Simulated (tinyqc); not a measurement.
Worked calculation: thermal boundary conductance by the acoustic and diffuse mismatch models. Computed by tinyqc, a small Python program that keeps every step. Command: `OMP_NUM_THREADS=1 python tinyqc.py 3007858 3007859 out.jsonl kapitza walk`. One thread of a shared host (Intel(R) Xeon(R) Processor @ 2.30GHz), about 0.01 s of CPU time with the checks. Intermediate numbers are printed to about 6 digits and carried at full precision; extremes and crossings named in words are read from the listed rows.

Each side has one longitudinal and two transverse Debye branches, omega = v q up to q_D = (6 pi^2 n)^(1/3), with n counting all atoms. Scattering at the interface is elastic. Electrons are left out of G, also for metals. Melting is ignored. G refers to the temperatures of the phonons sent towards the interface. Linear branches over all atoms overstate G at high T, most for crystals with several atoms a cell.

Inputs (values chosen for the exercise, modelled on gallium nitride (side 1) and magnesium oxide (side 2)):
```
quantity,value,unit
density rho_1,6.17,g/cm^3
longitudinal velocity vL_1,7970,m/s
transverse velocity vT_1,4300,m/s
atom density n_1,90.1,1/nm^3
conductivity kappa_1,198,W/(m K)
density rho_2,3.52,g/cm^3
longitudinal velocity vL_2,9610,m/s
transverse velocity vT_2,6150,m/s
atom density n_2,107,1/nm^3
conductivity kappa_2,55.1,W/(m K)
temperature T,300,K
thickness d_1,980,nm
thickness d_2,5.8,nm
heat flux J,8,kW/cm^2
```

Structure: superlattice.

Constants: hbar = 1.054571817e-34 J s; k_B = 1.380649e-23 J/K.

## Cut-off frequencies and impedances

omega_c = v q_D for each branch, given as hbar omega_c/k_B; impedance Z = rho v.

Branches:
```
branch,v (m/s),cut-off (K),Z (1e6 kg/(m^2 s))
"L, side 1",7970,1063.76,49.1749
"T, side 1",4300,573.92,26.5310
"L, side 2",9610,1358.30,33.8272
"T, side 2",6150,869.25,21.6480
```

## Acoustic mismatch: transmission of each branch

No mode conversion. t(theta) = 4 Z_1 Z_2 cos(theta_1) cos(theta_2)/N^2, with N = Z_2 cos(theta_1) + Z_1 cos(theta_2) for L (the form for pressure waves) and N = Z_1 cos(theta_1) + Z_2 cos(theta_2) for both T branches (the form for shear waves polarised along the interface); sin(theta_2) = (v_2/v_1) sin(theta_1), and t = 0 beyond the critical angle arcsin(v_1/v_2); the mean over the incoming flux is alpha = 2 int t sin(theta_1) cos(theta_1) d theta_1 (64 Gauss-Legendre points).

Transmission:
```
branch,t at normal incidence,largest angle from side 1 (deg),"alpha, 1 to 2","alpha, 2 to 1"
L,0.965809,56.0315,0.667640,0.970672
T,0.989728,44.3618,0.444203,0.908647
```

For L waves from side 1 the critical cone of 56 degrees bounds the transmission; the mean is 0.67 against 0.97 at normal incidence. For T waves from side 1 the critical cone of 44 degrees bounds the transmission; the mean is 0.44 against 0.99 at normal incidence.

## Diffuse mismatch: transmission at low frequency

A phonon forgets its side and branch: alpha(1 to 2) = S_2/(S_1 + S_2), S_i = 1/vL_i^2 + 2/vT_i^2.

S_1 = 1.23909e-07 s^2/m^2

S_2 = 6.37067e-08 s^2/m^2

diffuse alpha, 1 to 2 = 0.339559

## Boundary conductance

G = (k_B^4 T^3/(8 pi^2 hbar^3)) int W(x) x^4 e^x/(e^x - 1)^2 dx, x = hbar omega/(k_B T). Acoustic mismatch: W = sum over the three branches of alpha(1 to 2)/v_1^2, each up to the lower of its two cut-offs. Diffuse mismatch: W = S_1 S_2/(S_1 + S_2), where S_i sums 1/v^2 over the branches of side i still below their cut-off. Radiation limit: W = min(S_1, S_2). The integral is split at the four cut-offs (64 Gauss-Legendre points a piece, x at most 45). Boundary resistance R = 1/G and Kapitza length kappa_2/G use the diffuse value.

G, acoustic mismatch = 1944.93 MW/(m^2 K)

G, diffuse mismatch = 1552.28 MW/(m^2 K)

G, radiation limit = 2258.90 MW/(m^2 K)

boundary resistance R = 0.644213 m^2 K/GW

Kapitza length in side 2 = 35.4961 nm

The diffuse value is 0.80 times the acoustic one and 69 % of the radiation limit. Diffuse scattering lowers G here: it sends back a share of the phonons that specular transmission lets pass. Caution: at this temperature short waves carry the heat; linear branches up to q_D overstate their velocity, and inelastic processes, left out here, grow with T.

## Conductance against temperature

The formulas are those given above.

G (MW/(m^2 K)):
```
T (K),acoustic mismatch,diffuse mismatch,radiation limit
2,0.00477489,0.00343078,0.00519467
5,0.0746076,0.0536059,0.0811668
10,0.596861,0.428847,0.649334
20,4.77489,3.43078,5.19467
40,38.1587,27.4214,41.5170
80,268.885,196.575,295.419
150,935.418,724.164,1063.58
300,1944.93,1552.28,2258.90
600,2556.74,2044.79,2978.72
1000,2733.53,2185.20,3185.45
```

All three follow T^3 at the cold end (exponent 3.00 for the diffuse model) and flatten at high T (exponent 0.13 at the hot end); the lowest cut-off is 574 K. The ratio of diffuse to acoustic goes from 0.72 to 0.80. The plateau is set by the frequencies that both sides share.

## Cross-plane conductivity of the superlattice

kappa_eff = (d_1 + d_2)/(d_1/kappa_1 + d_2/kappa_2 + 2 R), two interfaces a period, with bulk conductivities in the layers; the gradient is J/kappa_eff.

kappa_eff = 155.411 W/(m K)

kappa_eff without interfaces = 195.024 W/(m K)

interface share of the resistance = 0.203120

temperature gradient = 0.514764 K/micrometre

The layers carry most of the resistance. Caution: layers this thin are often below the phonon free path, where bulk conductivities and independent interfaces no longer hold.

Checks made by the program: detailed balance alpha_12/v_1^2 = alpha_21/v_2^2 (relative difference below 1e-10); low-temperature limit G = pi^2 k_B^4 T^3 alpha S_1/(30 hbar^3) (relative difference below 1e-10).
